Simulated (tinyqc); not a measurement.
Inside a calculation. Method: Born-Oppenheimer dynamics on the LDA (VWN5)/sto-6g surface (energies and gradients from PySCF), for H4, spin multiplicity 1. Computed by tinyqc, a small Python program that keeps every step (integrals from PySCF). Settings: charge = 0, multiplicity = 1, basis = sto-6g, functional = lda,vwn, time step (fs) = 0.2, steps = 24. Command: `OMP_NUM_THREADS=1 python tinyqc.py 23039 23040 out.jsonl` (the two numbers bound the seeds that draw the settings). One thread of a shared host (Intel(R) Xeon(R) Processor @ 2.60GHz), about 8 s of CPU time with the checks.

## Velocity Verlet step 1

positions (bohr):
```
           x         y         z
1H   0.09260  -0.03968  -0.04724
2H  -0.03402  -0.07937   1.74044
3H   0.04157   0.06992   3.95709
4H   0.03779   0.05291   5.70697
```

velocities (bohr per atomic time unit):
```
              x            y            z
1H   0.00030825  -0.00021075  -0.00018250
2H  -0.00036275  -0.00042675   0.00006150
3H   0.00003625   0.00036525   0.00003550
4H   0.00001825   0.00027225   0.00008550
```

gradient (hartree/bohr):
```
             x           y           z
1H   0.0071224   0.0025195  -0.0904485
2H  -0.0070804  -0.0019474   0.1098969
3H   0.0001954   0.0006607  -0.1039060
4H  -0.0002374  -0.0012328   0.0844575
```

masses (electron masses): 1H 1837.15259, 2H 1837.15259, 3H 1837.15259, 4H 1837.15259

gradient after step 1 (hartree/bohr):
```
             x           y           z
1H   0.0074196   0.0026260  -0.0904030
2H  -0.0073765  -0.0020334   0.1097395
3H   0.0002027   0.0006903  -0.1034675
4H  -0.0002458  -0.0012829   0.0841311
```

dt = 0.2 fs = 8.2683 atomic units; x' = x + v dt - g dt^2 / (2m); after the new gradient g', v' = v - (g + g') dt / (2m).

positions after step 1 (bohr):
```
           x         y         z
1H   0.09501  -0.04147  -0.04707
2H  -0.03688  -0.08286   1.73890
3H   0.04187   0.07293   3.95931
4H   0.03795   0.05519   5.70611
```

velocities after step 1 (bohr per atomic time unit):
```
              x            y            z
1H   0.00027553  -0.00022233   0.00022447
2H  -0.00033022  -0.00041779  -0.00043275
3H   0.00003535   0.00036221   0.00050215
4H   0.00001934   0.00027791  -0.00029387
```

## Velocity Verlet step 2

gradient after step 2 (hartree/bohr):
```
             x           y           z
1H   0.0076619   0.0027128  -0.0896878
2H  -0.0076158  -0.0021001   0.1088319
3H   0.0002050   0.0007085  -0.1021896
4H  -0.0002511  -0.0013212   0.0830455
```

As before.

positions after step 2 (bohr):
```
           x         y         z
1H   0.09715  -0.04336  -0.04353
2H  -0.03948  -0.08628   1.73328
3H   0.04216   0.07591   3.96539
4H   0.03811   0.05751   5.70211
```

velocities after step 2 (bohr per atomic time unit):
```
              x            y            z
1H   0.00024159  -0.00023434   0.00062973
2H  -0.00029648  -0.00040849  -0.00092460
3H   0.00003444   0.00035906   0.00096494
4H   0.00002046   0.00028377  -0.00067007
```

## Energy conservation

The total energy should stay constant up to terms of order dt^2; the step counts as short enough if it moves by less than 2 % of the largest kinetic energy.

Trajectory:
```
time (fs)  1H-2H (angstrom)  potential (hartree)  kinetic (hartree)  total (hartree)
0.00000             0.94860           -2.2080508          0.0006503       -2.2074005
0.20000             0.94792           -2.2084992          0.0010979       -2.2074013
0.40000             0.94330           -2.2103542          0.0029492       -2.2074049
0.60000             0.93476           -2.2135573          0.0061454       -2.2074119
0.80000             0.92238           -2.2179972          0.0105739       -2.2074233
1.00000             0.90625           -2.2234952          0.0160547       -2.2074405
1.20000             0.88652           -2.2297860          0.0223208       -2.2074652
1.40000             0.86343           -2.2364951          0.0289958       -2.2074993
1.60000             0.83727           -2.2431168          0.0355729       -2.2075439
1.80000             0.80846           -2.2490029          0.0414040       -2.2075989
2.00000             0.77758           -2.2533762          0.0457152       -2.2076610
2.20000             0.74536           -2.2553922          0.0476703       -2.2077219
2.40000             0.71275           -2.2542782          0.0465119       -2.2077663
2.60000             0.68094           -2.2495734          0.0418014       -2.2077720
2.80000             0.65134           -2.2414557          0.0337395       -2.2077162
3.00000             0.62554           -2.2310571          0.0234672       -2.2075899
3.20000             0.60519           -2.2205444          0.0131271       -2.2074173
3.40000             0.59181           -2.2126990          0.0054367       -2.2072623
3.60000             0.58650           -2.2099397          0.0027391       -2.2072006
3.80000             0.58972           -2.2132153          0.0059490       -2.2072663
4.00000             0.60120           -2.2215139          0.0140900       -2.2074239
4.20000             0.61998           -2.2323741          0.0247772       -2.2075969
4.40000             0.64462           -2.2430061          0.0352846       -2.2077215
4.60000             0.67350           -2.2512667          0.0434922       -2.2077745
4.80000             0.70500           -2.2560644          0.0482982       -2.2077663
```

The total energy moves within 5.7e-04 hartree, under 2 % of the largest kinetic energy.
